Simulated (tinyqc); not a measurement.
## Transit time and capacitance from two cut-off frequencies

Inverse problem. 1/(2 pi fT) = tauF + Vt C/JC, C the sum of the junction capacitances per area. Find C, tauF and the limit of fT at high current.

Parameters, values chosen for the exercise:
```
symbol,value,unit,meaning
T,300,K,temperature
```

Constants: q = 1.602176634e-19 C, kB = 1.380649e-23 J/K, Vt = kB T/q. Results are converted to the units shown.

JC (mA/um^2): 0.016  0.84
fT (GHz): 11.509029  26.048784

Solution. The delay is a straight line in 1/JC with slope Vt C and intercept tauF.

C = 4.87 fF/um^2
tauF = 5.96 ps
limit of fT = 26.7 GHz

Computed by the program tinyqc: `OMP_NUM_THREADS=1 python tinyqc.py 2320165 2320166 out.jsonl`, one thread of a shared Intel Xeon 2.30GHz, about 0.01 s for the whole run.
